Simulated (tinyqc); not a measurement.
Lattice sites along [100]: pair of shallow donors (hydrogen-like orbitals).

Each donor has the orbital exp(-r/a); energy unit Ha* = q/(eps a), q = e^2/(4 pi eps0), so that a lone donor is bound by Ha*/2; x = R/a. One electron: S = (1 + x + x^2/3) exp(-x), j = 1/x - (1 + 1/x) exp(-2x), k = (1 + x) exp(-x); levels E(+/-) = -1/2 - (j +/- k)/(1 +/- S) in Ha*, without the repulsion of the ions, split by D = |E(-) - E(+)|. In six valleys the overlaps S and k are multiplied by v = [cos(K Rx) + cos(K Ry) + cos(K Rz)]/3, K = k0 (2 pi/a_lat), for isotropic envelopes and the symmetric valley state.

Two electrons, Heitler-London: with S' = (1 - x + x^2/3) exp(x), C = 1/x - exp(-2x)(1/x + 11/8 + 3x/4 + x^2/6), X = (1/5){exp(-2x)(25/8 - 23x/4 - 3x^2 - x^3/3) + (6/x)[S^2 (0.5772157 + ln x) + S'^2 Ei(-4x) - 2 S S' Ei(-2x)]}, Q = C - 2j + 1/x and A = X - 2 S k + S^2/x, the singlet and triplet lie at (Q +/- w A)/(1 +/- w S^2) from two lone donors, with the valley weight w = v^2; the exchange is J = triplet - singlet.

Constants: e^2/(4 pi eps0) = 14.39964547 eV angstrom.

Parameters, chosen for this exercise (near those of two donors in Si; not measured data): a = 19 angstrom (orbital radius); eps = 11.6 (dielectric constant); a_lat = 5.431 angstrom (lattice constant); k0 = 0.853 2 pi/a_lat (valley position); sites = ((11, 0, 0), (12, 0, 0), (13, 0, 0), (14, 0, 0), (15, 0, 0), (16, 0, 0), (17, 0, 0), (18, 0, 0), (19, 0, 0)) a_lat (positions of the second donor).

D and J for each site, and for v = 1.

Results:
```
site        R (angstrom)      v  D (meV)  J (micro-eV)  J for v = 1
(11, 0, 0)          59.7  0.419     4.32           746     4.29e+03
(12, 0, 0)          65.2  0.696     6.13      1.41e+03     2.93e+03
(13, 0, 0)          70.6  0.949     7.01      1.77e+03     1.97e+03
(14, 0, 0)          76.0  0.978     5.86      1.25e+03     1.31e+03
(15, 0, 0)          81.5  0.760     3.64           496          860
(16, 0, 0)          86.9  0.467     1.79           122          560
(17, 0, 0)          92.3  0.333     1.03          40.2          361
(18, 0, 0)          97.8  0.464     1.15          49.9          232
(19, 0, 0)         103.2  0.756     1.49          84.1          147
```

Over these sites the envelope alone changes J by a factor 29.1, and the valley factor v^2 by 8.61; J runs from 40.2 at (17, 0, 0) to 1.77e+03 micro-eV at (13, 0, 0). Along [100] four valleys keep their phase, so v = (2 + cos)/3 stays between 1/3 and 1. J does not fall steadily with distance.

tinyqc: `OMP_NUM_THREADS=1 python tinyqc.py 1281502 1281503 out.jsonl`; about 0.01 s, one thread, shared Intel(R) Xeon(R) Processor @ 2.30GHz.
